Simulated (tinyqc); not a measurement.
Fermi level against carrier density: pi bands of a honeycomb layer in tight binding.

Constants: hbar^2/2m0 = 3.80998211 eV angstrom^2.

Values chosen for the exercise (out of a larger set: of the size used for graphene; not measured data): D = 0 eV (+D on A, -D on B).

hbar v = 5.90442 eV angstrom

Cone with four flavours: n = kF^2/pi, EF = sqrt(D^2 + (hbar v kF)^2), density of states 2 EF/(pi (hbar v)^2), quantum capacitance e^2 times it (1 e^2/(eV angstrom^2) = 1602.177 microF/cm^2), cyclotron mass 2c EF/(hbar v)^2, c = hbar^2/2m0; 1e12/cm^2 = 1e-4/angstrom^2.

Filling:
```
n (1e12/cm^2)  kF (1/angstrom)  EF (eV)  Cq (microF/cm^2)  cyclotron mass (m0)
0.10                   0.00560   0.0331             0.968               0.0072
0.25                   0.00886   0.0523             1.531               0.0114
0.50                   0.01253   0.0740             2.165               0.0162
1.00                   0.01772   0.1047             3.062               0.0229
2.00                   0.02507   0.1480             4.330               0.0323
4.00                   0.03545   0.2093             6.124               0.0457
10.00                  0.05605   0.3309             9.683               0.0723
20.00                  0.07927   0.4680            13.693               0.1023
```

What does the comparison show, and why?

From 1 to 4e12/cm^2 EF rises by a factor 2.000, the square root of four. Capacitance and mass grow in proportion to EF counted from mid-gap, so hardly at all while a large gap term dominates it; in a parabolic band both are constant; Cq is 3.06 microF/cm^2 at 1e12/cm^2, against 3.45 for 1 nm of a dielectric with eps = 3.9.

(tinyqc, `OMP_NUM_THREADS=1 python tinyqc.py 1482761 1482762 out.jsonl`, Intel(R) Xeon(R) Processor @ 2.30GHz, 1 thread, shared host, about 0.01 s.)
